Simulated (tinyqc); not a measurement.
p-n heterojunction, non-linear Poisson equation by Newton steps, Boltzmann statistics: one step of the calculation.

One dimension, material 1 (p-type) at x < 0 and material 2 (n-type) at x > 0. Band edges: Ec = -psi in material 1 and -psi + dEc in material 2, Ev = Ec - Eg. Flat quasi-Fermi levels: 0 for holes, +V for electrons. n = Nc F((EFn - Ec)/Vt), p = Nv F((Ev - EFp)/Vt), with F(eta) = exp(eta) (Boltzmann statistics); full ionisation, no interface charge, classical densities; the doping types are chosen for the exercise.

Problem. Band edges, densities and displacement. Ec, Ev, n and p as defined; D = a_k (psi_(k+1) - psi_k) on the interval that holds the interface.

Parameters, values chosen for the exercise; band and dielectric values those of a made-up pair: temperature T = 250 K; band gap of material 1 Eg1 = 1.84 eV; conduction-band density of states of material 1 Nc1 = 7.91e19 cm^-3; valence-band density of states of material 1 Nv1 = 8.29e19 cm^-3; band gap of material 2 Eg2 = 1.14 eV; conduction-band density of states of material 2 Nc2 = 2.23e19 cm^-3; valence-band density of states of material 2 Nv2 = 1.74e19 cm^-3; conduction-band offset Ec2 - Ec1 dEc = -0.26 eV; acceptor density of material 1 N1 = 9.3e16 cm^-3; donor density of material 2 N2 = 5.2e15 cm^-3; bias of side 1 against side 2 V = 0 V.

Constants: q = 1.602176634e-19 C, kB = 1.380649e-23 J/K, Vt = kB T/q. Results are converted to the units shown.

```
node,x (nm),converged psi (V),material
0,-182,-1.6936606,1
1,-121,-1.6934338,1
2,-78.7,-1.6896443,1
3,-49,-1.6581122,1
4,-28.2,-1.5686606,1
5,-13.7,-1.4657948,1
6,-3.55,-1.3739287,1
7,3.55,-1.3058173,2
8,26.5,-1.2160265,2
9,101,-0.9693951,2
10,340,-0.4579594,2
11,1110,-0.4401816,2
```

```
interval,coupling a_i (F/cm^2)
0,1.5385966e-7
1,2.2187799e-7
2,3.1600805e-7
3,4.5122303e-7
4,6.4727166e-7
5,9.2467380e-7
6,1.4358491e-6
7,4.8611227e-7
8,1.4974868e-7
9,4.6678982e-8
10,1.4488671e-8
```

Wanted: Ec; Ev; n; p; D.

Solution.

```
node,Ec (eV),Ev (eV),n (cm^-3),p (cm^-3)
0,1.694,-0.1463,5.695e-15,9.300e16
1,1.693,-0.1466,5.755e-15,9.203e16
2,1.690,-0.1504,6.862e-15,7.718e16
3,1.658,-0.1819,2.966e-14,1.786e16
4,1.569,-0.2713,1.885e-12,2.809e14
5,1.466,-0.3742,2.234e-10,2.371e12
6,1.374,-0.4661,1.589e-8,3.334e10
7,1.046,-0.0942,0.01843,2.197e17
8,0.956,-0.1840,1.190,3.403e15
9,0.709,-0.4306,1.116e5,3.630e10
10,0.198,-0.9420,2.278e15,1.778
11,0.180,-0.9598,5.200e15,0.7789
```

D = 97.80 nC/cm^2

Numbers from tinyqc (`OMP_NUM_THREADS=1 python tinyqc.py 2040031 2040032 out.jsonl`; about 0.07 s on one thread of a shared Intel Xeon 2.30GHz).
